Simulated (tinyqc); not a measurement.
On-chip interconnect, size-dependent resistivity and RC delay: one step of the calculation.

A rectangular line between two neighbours and two ground planes. Surface and grain-boundary scattering are added to the bulk resistivity as corrections; capacitances are parallel-plate values without fringing; inductance is ignored.

Question. Node voltages after a time step. A 1 V step is applied behind Rd at t = 0. C dv/dt = -G v + b, with G the conductance matrix of the ladder (1/Rs between neighbours, 1/Rd added at node 0) and b = (1 V/Rd, 0, ...). Trapezoidal step: (C/dt + G/2) v(new) = (C/dt - G/2) v + b.

Values chosen for this exercise:
```
symbol  value  unit            meaning
Rd       8700   ohm  driver resistance
dt         10    ps          time step
```

Rs = 300.64525 ohm

```
node	C (fF)	v at t = 0 (V)
0	0.98361172	0
1	1.9672234	0
2	1.9672234	0
3	1.9672234	0
4	1.9672234	0
5	1.1536117	0
```

Wanted: v at t = 1 dt.

Answer.

v at t = 1 dt, node 0 to 5 (V): 0.19055  0.13930  0.10451  0.08209  0.06939  0.06489

Range of the model: The metal width is under the mean free path, where the thick-limit surface term and the simple sum of corrections lose accuracy.

tinyqc, about 0.01 s, one thread, Intel Xeon 2.30GHz (shared host): `OMP_NUM_THREADS=1 python tinyqc.py 2100133 2100134 out.jsonl`
